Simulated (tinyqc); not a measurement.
# Threshold switch as oscillator and as selector in a crossbar, step by step

Numbers from tinyqc (`OMP_NUM_THREADS=1 python tinyqc.py 2490044 2490045 out.jsonl`; about 0.01 s on one thread of a shared Intel Xeon 2.30GHz). Printed values are rounded.

Off state: I = Ith sinh(V/V0)/sinh(Vth/V0) up to Vth. On state: V = Vh + I Ron down to the holding current Ih, at Vl = Vh + Ih Ron. Switching is instantaneous.

Parameters, values chosen for the exercise; values of the order of Ge-Sb-Te and related chalcogenides:
- Vth = 2.7 V (threshold voltage)
- Vh = 1.27 V (holding voltage)
- Ron = 0.61 kohm (on-state resistance)
- Ith = 0.29 uA (current at threshold)
- V0 = 0.21 V (voltage scale of the off-state sinh)
- Ih = 26 uA (holding current)
- C = 42 fF (capacitance across the switch)
- N = 256 (rows and columns of the array)
- Vs = 3.52 V (supply voltage)
- RL = 160 kohm (load resistance)

Range of the model: Delay times, drift of Vth and line resistance are left out.

## Relaxation oscillation

With a load RL from Vs and C across the switch, it oscillates if the load line misses both branches: (Vs - Vl)/Ih < RL < (Vs - Vth)/Ith. Charging without leakage takes RL C ln[(Vs - Vl)/(Vs - Vth)]; discharging takes (RL || Ron) C ln[(Vth - Ve)/(Vl - Ve)], Ve = (Vs Ron + Vh RL)/(Ron + RL).

Vl = 1.28586 V
smallest RL = 85.9285 kohm
largest RL = 2827.59 kohm
charging time = 6.73551 ns
Ve = 1.27855 V
discharging time = 0.134494 ns
frequency = 145.560 MHz

With the off-state leakage included the charging takes 6.805 ns, 1.0 % above this value.

## Leakage in a crossbar

In an N x N array driven at Vs, the V/2 scheme puts Vs/2 on 2 (N - 1) cells; the V/3 scheme puts Vs/3 on all N^2 - 1 others, N - 1 of them on the selected row. Row leakage is (N - 1) I; wasted power is the number of cells times V I.

I at Vs/2 = 3.29923 nA
row leakage, V/2 = 0.841305 uA
wasted power, V/2 = 2.96139 uW
I at Vs/3 = 0.201902 nA
row leakage, V/3 = 0.0514849 uA
wasted power, V/3 = 15.5251 uW

The V/3 scheme cuts the row leakage by 16.3 and raises the wasted power by a factor of 5.24.
